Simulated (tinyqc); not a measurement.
Gate voltage for a given inversion charge.

Inverse problem. p-type body, charge-sheet picture, depletion and inversion only, full ionisation (an idealisation for deep acceptors), Boltzmann statistics (rough once Na exp(x - xn) passes about Nc/7). In units of Vt: xg = (Vg - Vfb)/Vt, x = psi/Vt, G = gamma/sqrt(Vt), xn = (2 phiF + Vc)/Vt. The implicit equation is (xg - x)^2 = G^2 [x - 1 + exp(x - xn)] for x above about 3. Cox = eps0 eox/tox. ni = sqrt(Nc Nv) exp(-Eg/(2 Vt)), Eg in volts; phiF = Vt ln(Na/ni); gamma = sqrt(2 q eps0 eps_r Na)/Cox. N_inv = (Cox Vt G/q) [sqrt(x - 1 + exp(x - xn)) - sqrt(x - 1)]. Find x - xn, psi and Vg.

Values chosen for this exercise; band and dielectric values close to those of silicon: temperature T = 300 K; band gap Eg = 1.11 eV; relative permittivity eps_r = 11.8; conduction-band density of states at T Nc = 2.76e19 cm^-3; valence-band density of states at T Nv = 2.67e19 cm^-3; relative permittivity of the gate insulator (close to zirconium oxide) eox = 24.6; insulator thickness tox = 72 nm; acceptor density Na = 6.8e17 cm^-3; flat-band voltage Vfb = -0.74 V; channel-body voltage Vc = 1 V.

Constants: q = 1.602176634e-19 C, kB = 1.380649e-23 J/K, Vt = kB T/q, eps0 = 8.8541878128e-14 F/cm where lengths are in cm. Results are converted to the units shown.

N_inv = 1.4e11 cm^-2

Solution. N_inv rises steadily with x, so it fixes x; the implicit equation then gives xg directly.

x - xn = 1.64
psi = 1.96 V
Vg = 3.49 V

tinyqc, about 0.01 s, one thread, Intel Xeon 2.30GHz (shared host): `OMP_NUM_THREADS=1 python tinyqc.py 2122196 2122197 out.jsonl`
